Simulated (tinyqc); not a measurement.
Atomic layer deposition: Langmuir saturation, growth per cycle and coating of deep features: one step, computed by the program tinyqc. Command: `OMP_NUM_THREADS=1 python tinyqc.py 3003579 3003580 out.jsonl ald walk`. One thread of a shared host (Intel(R) Xeon(R) Processor @ 2.30GHz), about 0.03 s of CPU time with the checks.

Precursor A sticks only on free sites, so a long enough pulse saturates; co-reactant B then frees the sites again.

Task: Flux and saturation time. Wall flux F = p/sqrt(2 pi M k_B T); rate of filling k_a = beta F/q; desorption k_d = 1e13 exp(-E_d/(k_B T)) per second. 1/m^2 = 1e-18/nm^2. Temperatures in kelvin are T(C) + 273.15.

Inputs (values chosen for the exercise, modelled on zinc oxide from diethylzinc and water):

| quantity | value | unit |
|---|---|---|
| precursor mass M | 124 | u |
| site density q | 7 | 1/nm^2 |
| sticking probability beta on free sites | 0.026 | - |
| precursor pressure p | 6.3 | Pa |
| temperature T | 125 | C |
| desorption energy E_d | 1.57 | eV |

Constants: u = 1.6605390666e-27 kg; k_B = 1.380649e-23 J/K; k_B = 8.617333262e-05 eV/K.

Give: flux F; k_a; k_d; time to 99 % without desorption, ln(100)/k_a.

Result:

flux F = 74705 1/(nm^2 s)

k_a = 277.5 1/s

k_d = 1.340e-07 1/s

time to 99 % without desorption, ln(100)/k_a = 0.01660 s
